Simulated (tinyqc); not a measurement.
# Resistance of a tapered via with liner, size effect and interface, step by step

tinyqc, about 0.01 s, one thread, Intel Xeon 2.30GHz (shared host): `OMP_NUM_THREADS=1 python tinyqc.py 2750175 2750176 out.jsonl` Printed values are rounded.

A round via whose diameter grows from db at the bottom as D(z) = db + 2 z/tan(ang). The fill, of diameter D - 2 tl, starts above the bottom liner (thickness fb tl) and has rho = rho0 (1 + ks lam/(D - 2 tl)); the sidewall liner conducts in parallel with it. The bottom liner and the interface are crossed over the full area pi db^2/4. Spreading in the lines above and below is left out.

Inputs (values chosen for the exercise); fill metal close to cobalt:

| symbol | value | unit | meaning |
|---|---|---|---|
| db | 47 | nm | diameter at the bottom |
| hv | 130 | nm | height |
| ang | 88 | degrees | sidewall angle |
| rho0 | 6.32 | uohm cm | bulk resistivity of the fill |
| lam | 12.1 | nm | mean free path of the fill |
| ks | 1.5 |  | size-effect factor |
| tl | 1.8 | nm | liner on the sidewall |
| fb | 0.7 |  | liner at the bottom over that on the sidewall |
| rl | 470 | uohm cm | resistivity of the liner |
| ri | 2.8e-12 | ohm cm^2 | interface resistivity at the bottom |
| Sb | 1e15 | S/m^2 | ballistic conductance per area, about 3/(4 rho0 lam) |

## Slices of the via

Slices between z0 = fb tl and hv, evaluated at their midpoints: conductance per length pi/4 [(D - 2 tl)^2/rho + (D^2 - (D - 2 tl)^2)/rl], slice resistance = slice height over that. 6 slices.

| slice | z (nm) | D (nm) | rho (uohm cm) | slice resistance (ohm) |
|---|---|---|---|---|
| 0 | 11.9883 | 47.8373 | 8.91302 | 1.24030 |
| 1 | 33.4450 | 49.3359 | 8.82805 | 1.14945 |
| 2 | 54.9017 | 50.8344 | 8.74848 | 1.06810 |
| 3 | 76.3583 | 52.3330 | 8.67381 | 0.994970 |
| 4 | 97.8150 | 53.8316 | 8.60358 | 0.929009 |
| 5 | 119.272 | 55.3301 | 8.53743 | 0.869317 |

## Total resistance

R_fill = sum of the slices; R_bottom = rl fb tl/(pi db^2/4); R_interface = ri/(pi db^2/4); ballistic (Sharvin) limit 1/(Sb pi (db - 2 tl)^2/4); ideal cylinder rho0 hv/(pi db^2/4).

parts (ohm): fill 6.25115, bottom liner 3.41337, interface 0.161388
R = 9.82590 ohm
shares (%): fill 63.6191, bottom liner 34.7384, interface 1.6425
ballistic limit = 0.675975 ohm
ideal cylinder = 4.73560 ohm

The fill is the largest part, and R is 2.07 times the ideal cylinder. With 2000 slices R = 9.8279 ohm.
